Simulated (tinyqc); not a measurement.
Worked calculation: Jacobi rotations on a symmetric matrix. One step of it, computed by the program tinyqc.

Task: Jacobi rotation 1. Take the largest off-diagonal element A_pq; tan 2 theta = 2 A_pq / (A_qq - A_pp) with |theta| <= pi/4; A' = J^T A J with J_pp = J_qq = cos, J_pq = sin, J_qp = -sin.

A:
```
           1         2          3
1   0.120000  0.024000  -0.138000
2   0.024000  0.158000   0.033000
3  -0.138000  0.033000   1.020000
```

Give: p, q, theta; A'.

Result:

p, q, theta (rad): 1.000  3.000  -0.149

A':
```
       1      2      3
1  0.099  0.029  0.000
2  0.029  0.158  0.029
3  0.000  0.029  1.041
```
